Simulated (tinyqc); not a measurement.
Electron continuity equation in a given potential, Scharfetter-Gummel discretisation: two steps of the calculation.

Steady state in one dimension: J = q mu n E + q D dn/dx with E = -dpsi/dx and D = mu Vt, dJ/dx = q (n/tau - G), fixed densities nL and nR at the ends. The potential is given, psi = U x/L, and is not changed by the electrons.

Parameters, values chosen for the exercise; mobility close to that of In0.53Ga0.47As at room temperature:
```
symbol   value        unit               meaning
T          273           K           temperature
mu       10800  cm^2/(V s)     electron mobility
L         0.25          um  length of the region
nL      8.9e15       cm^-3      density at x = 0
nR           0       cm^-3      density at x = L
```

Constants: q = 1.602176634e-19 C, kB = 1.380649e-23 J/K, Vt = kB T/q. Results are converted to the units shown.

Problem 1. Bernoulli factors. d_i = (psi_(i+1) - psi_i)/Vt; B(d) = d/(exp(d) - 1), B(0) = 1. The flux on interval i is J_i = (q D/h) [n_(i+1) B(d_i) - n_i B(-d_i)].

psi, node 0 to 12 (V): [0.0000000, 0.1166667, 0.2333333, 0.3500000, 0.4666667, 0.5833333, 0.7000000, 0.8166667, 0.9333333, 1.0500000, 1.1666667, 1.2833333, 1.4000000]

Wanted: d_i; B(d_i); B(-d_i).

Solution 1.

```
interval    d_i   B(d_i)  B(-d_i)
0         4.959  0.03505    4.994
1         4.959  0.03505    4.994
2         4.959  0.03505    4.994
3         4.959  0.03505    4.994
4         4.959  0.03505    4.994
5         4.959  0.03505    4.994
6         4.959  0.03505    4.994
7         4.959  0.03505    4.994
8         4.959  0.03505    4.994
9         4.959  0.03505    4.994
10        4.959  0.03505    4.994
11        4.959  0.03505    4.994
```

The largest |d_i| is 4.96, above 2, where central differences lose the sign pattern that keeps densities positive.

Problem 2. Densities and current. B(d) = d/(exp(d) - 1) with d_i = (psi_(i+1) - psi_i)/Vt; b and f are the diagonal and right side of the balance equations. Solve B(-d_(i-1)) n_(i-1) + b_i n_i + B(d_i) n_(i+1) = f_i (end values already in f), then J_i = (q D/h) [n_(i+1) B(d_i) - n_i B(-d_i)], h = L/12, D = mu Vt.

```
interval       B(d_i)    B(-d_i)
0         0.035052481  4.9942483
1         0.035052481  4.9942483
2         0.035052481  4.9942483
3         0.035052481  4.9942483
4         0.035052481  4.9942483
5         0.035052481  4.9942483
6         0.035052481  4.9942483
7         0.035052481  4.9942483
8         0.035052481  4.9942483
9         0.035052481  4.9942483
10        0.035052481  4.9942483
11        0.035052481  4.9942483
```

```
node  diagonal b  right side f (cm^-3)
1     -5.0399775         -4.4448810e16
2     -5.0399775                     0
3     -5.0399775                     0
4     -5.0399775                     0
5     -5.0399775                     0
6     -5.0399775                     0
7     -5.0399775                     0
8     -5.0399775                     0
9     -5.0399775                     0
10    -5.0399775                     0
11    -5.0399775                     0
```

Wanted: n; J.

Solution 2.

n, node 0 to 12 (cm^-3): [8.900e15, 8.881e15, 8.862e15, 8.843e15, 8.824e15, 8.805e15, 8.786e15, 8.767e15, 8.748e15, 8.729e15, 8.710e15, 8.631e15, 0]
J, interval 0 to 11 (in units of 1e5 A/cm^2): [-8.624, -8.606, -8.587, -8.569, -8.550, -8.532, -8.514, -8.495, -8.477, -8.459, -8.441, -8.423]

Range of the model: The drift velocity mu E exceeds 1e7 cm/s somewhere, where real mobilities no longer stay constant.

tinyqc, about 0.01 s, one thread, Intel Xeon 2.30GHz (shared host): `OMP_NUM_THREADS=1 python tinyqc.py 2220139 2220140 out.jsonl`
